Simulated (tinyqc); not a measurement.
Frenkel-Kontorova chain: a misfit dislocation (kink) in a monolayer on a periodic substrate: one step, computed by the program tinyqc.

E = sum_j [(k/2)(x_(j+1) - x_j - b)^2 + (W/2)(1 - cos(2 pi x_j/a))], x_j = a (j + u_j). A kink takes u from 0 to 1: the chain is stretched by one period and has one atom fewer than wells.

Task: Continuum limit. l0 = sqrt(k a^2/(2 W)); kink u(j) = (2/pi) arctan exp(pi j/l0); kink energy at f = 0: E0 = (4/pi) W l0; with misfit E0 - k a^2 f; kinks become favourable at f_c = 2/(pi l0), and a coherent chain with free ends loses stability at f_m = 1/l0. Lowest vibration of the flat chain: nu0 = 15.6333042 THz x sqrt(2 pi^2 W/(a^2 M)).

Inputs (values chosen for the exercise, for a model overlayer):
```
quantity              value           unit
spring constant k      1.83  eV/angstrom^2
substrate period a     4.13       angstrom
corrugation W          1.09             eV
misfit f = (b - a)/a   0.21              -
atomic mass M           116              u
```

Constants: nu for 1 eV/(angstrom^2 u) = 15.6333042 THz.

Give: kink width l0; kink energy E0; kink energy with misfit; critical misfit f_c; limit f_m; gap frequency nu0.

Result:

kink width l0 = 3.784

kink energy E0 = 5.252 eV

kink energy with misfit = -1.303 eV

critical misfit f_c = 0.1682

limit f_m = 0.2643

gap frequency nu0 = 1.630 THz

f_c < f < f_m: kinks lower the energy, but must enter over a barrier at the ends. Caution: a corrugation above 1 eV is larger than real overlayers usually show; it is chosen to keep the kink narrow.
